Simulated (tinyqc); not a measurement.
States in the gap of a film: thin (001) film in sp3s* tight binding with raised dangling bonds.

Planes alternate anion (a), cation (c) along [001], a/4 apart, starting with an anion; zero in-plane momentum; levels counted from the bulk Ev, the lower root of [[Epa, Vxx], [Vxx, Epc]]; no spin-orbit coupling. Block of s, pz, s*: from an anion to the cation above, Vss/2 (s,s), Vsapc/2 (s,z), -Vscpa/2 (z,s), Vxx/2 (z,z), Vxapc/2 (s*,z), -Vpaxc/2 (z,s*); to the cation below the same with the s-z and s*-z signs reversed. Block of u = (px + py)/sqrt2 and v = (px - py)/sqrt2: to the cation above (Vxx + Vxy)/2 for u and (Vxx - Vxy)/2 for v, to the cation below the reverse. Each surface atom has two dangling sp3 hybrids; raising both by dl adds (dl/2) [[1, t], [t, 1]] to its s, pz levels (t = -1 at the bottom face, +1 at the top) and dl to the one of u, v in whose plane the missing bonds lie (v for a bottom anion or a top cation, u for a top anion).

Values chosen for the exercise (out of a larger set: near a published set for GaP, fitted to gaps, whose masses and valley positions are rough; not measured data): p = (-8.122, 1.123, -2.199, 4.108, 8.533, 7.183, -7.493, 2.151, 5.156, 4.281, 6.336, 4.669, 5.093) eV (order Esa, Epa, Esc, Epc, Exa, Exc, Vss, Vxx, Vxy, Vsapc, Vscpa, Vxapc, Vpaxc); Nw = 28 (planes in the thicker film).

edges (eV): Gamma 2.89910, Delta 2.34243

Levels between 0 and the lower bulk edge, the largest weight on the two outer planes of both faces among them, and the nearest levels outside, for several shifts dl.

Film of Nw planes:

| dl (eV) | levels in the gap | at (eV) | surface weight | next above (eV) | next below (eV) |
|---|---|---|---|---|---|
| 0 | 3 | 0.056, 1.126, 1.396 | 0.83 | 2.3579 | -0.0416 |
| 1 | 3 | 0.286, 1.912, 1.980 | 0.87 | 2.3580 | -0.0416 |
| 2 | 2 | 0.635, 2.333 | 0.62 | 2.3609 | -0.0416 |
| 3 | 1 | 1.066 | 0.68 | 2.3575 | -0.0416 |
| 5 | 1 | 1.969 | 0.70 | 2.3579 | -0.0416 |
| 10 | 0 | - | - | 2.3576 | -0.0416 |
| 30 | 0 | - | - | 2.3577 | -0.0416 |
| 100 | 0 | - | - | 2.3577 | -0.0416 |

Can the levels of the bare film be read as confined subbands?

No: with bare surfaces (dl = 0) 3 levels lie in the bulk gap, with up to 83 % of the weight on the four outer planes, two a face, where an even spread gives 14 %; these are dangling-bond states, not subbands. The reruns show the bulk gap clear from dl = 10 eV on, and at dl = 30 eV the next level above lies 0.0 meV from its value at 100 eV.

Program tinyqc; command `OMP_NUM_THREADS=1 python tinyqc.py 1452256 1452257 out.jsonl`; about 0.4 s on one thread of a shared Intel(R) Xeon(R) Processor @ 2.30GHz.
